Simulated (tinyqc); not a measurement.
Worked calculation: CIS and TDHF on RHF in the sto-3g basis, for H3+, spin multiplicity 1. One step of it, computed by the program tinyqc.

Problem. CIS matrix, triplets. A(ia,jb) = (e_a - e_i) d_ij d_ab - (ij|ab).

orbital energies (hartree): MO1 -1.014556, MO2 -0.330082, MO3 0.341512

Two-electron integrals over orbitals (pq|rs), unique and non-zero (hartree):
```
(11|11) 0.585628    (21|21) 0.146021    (22|11) 0.498993    (22|22) 0.545513
(31|11) 0.098896    (31|22) -0.031767   (31|31) 0.133130    (32|21) -0.138923
(32|32) 0.157564    (33|11) 0.590536    (33|22) 0.530139    (33|31) 0.085339
(33|33) 0.633048
```

Give: CIS matrix A, triplet.

Solution.

CIS matrix A, triplet (hartree):
```
       1>2    1>3
1>2  0.185  0.000
1>3  0.000  0.766
```
